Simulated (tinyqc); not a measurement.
Defect-molecule model of a vacancy with Jahn-Teller distortion, step by step. Values are carried at full precision from step to step, so a last printed digit may differ when a step is redone from the rounded ones.

Four dangling hybrids a, b, c, d point into the vacancy: H_ii = E0, and -gm between any two. A tetragonal distortion Q pairs a with b and c with d: those two couplings become -gm - I Q and the other four -gm + I Q/2, at an elastic cost k Q^2/2. The a1 level holds two electrons; charge states 2+, + and 0 put n = 0, 1, 2 more into the lowest level of t2 origin. Energy from the 2+ state at Q = 0, with the Fermi level mu counted from Ev: W_n(Q) = n (et - 2 I Q) + k Q^2/2 + Uc n (n - 1)/2 - n mu. et = E0 + gm is the undistorted t2 level.

Values chosen for the exercise (of the size used for the vacancy in silicon; not measured data):
```
symbol  value  unit           meaning
E0      -0.02  eV             level of a dangling hybrid, from Ev
gm      0.37   eV             coupling between two dangling hybrids
I       1.13   eV/angstrom    Jahn-Teller coupling
k       17.5   eV/angstrom^2  force constant of the mode
Uc      0.26   eV             repulsion of two electrons in one orbital
Q       0.14   angstrom       a trial distortion
```

## The molecule at a trial distortion

Fill in H at Q.

H (eV), rows a, b, c, d and columns alike:
```
[[-0.0200, -0.5282, -0.2909, -0.2909],
 [-0.5282, -0.0200, -0.2909, -0.2909],
 [-0.2909, -0.2909, -0.0200, -0.5282],
 [-0.2909, -0.2909, -0.5282, -0.0200]]
```

## One-electron levels

Diagonalise. By symmetry: a + b + c + d at E0 - 3 gm, a + b - c - d at E0 + gm - 2 I Q, and the pair a - b, c - d at E0 + gm + I Q.

levels (eV): [-1.1300, 0.0336, 0.5082, 0.5082]

The t2 triplet has split by 3 I Q = 0.4746 eV, and its centre has stayed.

## Relaxed charge states

Minimise W_n over Q: Q_n = 2 n I/k, gain n^2 E_JT with E_JT = 2 I^2/k. W_n at mu = 0 is n et - n^2 E_JT + Uc n (n - 1)/2.

E_JT = 0.1459 eV

States:
```
n  charge  Q_n (angstrom)  gain (eV)  W_n (eV)
0      2+          0.0000     0.0000    0.0000
1       +          0.1291     0.1459    0.2041
2       0          0.2583     0.5837    0.3763
```

## Transition levels and the effective U

From the energies W_n of the relaxed states with n = 0, 1, 2 electrons: E(2+/+) = W1 - W0, E(+/0) = W2 - W1, U_eff = E(+/0) - E(2+/+), E(2+/0) = (W2 - W0)/2.

levels above Ev (eV): (2+/+) 0.2041, (+/0) 0.1722, (2+/0) 0.1881

U_eff = -0.0319 eV

U_eff < 0: the second electron is bound more strongly than the first, the + state is never the lowest, and the charge changes by two at 0.1881 eV.

## Vertical against thermal levels

At fixed Q the level for adding the first electron is et - 2 I Q. Capture into 2+ at Q0 = 0 costs et; removal from + at Q1 = 2 I/k takes place at et - 2 E_JT, E_JT = 2 I^2/k; the thermal level lies between, and the Franck-Condon shift is E_JT on each side. et = E0 + gm.

levels (eV): vertical at Q0 0.3500, thermal 0.2041, vertical at Q1 0.0581

Stokes shift = 0.2919 eV

## Checks

- W2 from the formula against a numerical minimum over Q with the level from H(Q): both 0.37627.

(tinyqc, `OMP_NUM_THREADS=1 python tinyqc.py 1452845 1452846 out.jsonl`, Intel(R) Xeon(R) Processor @ 2.30GHz, 1 thread, shared host, about 0.01 s.)
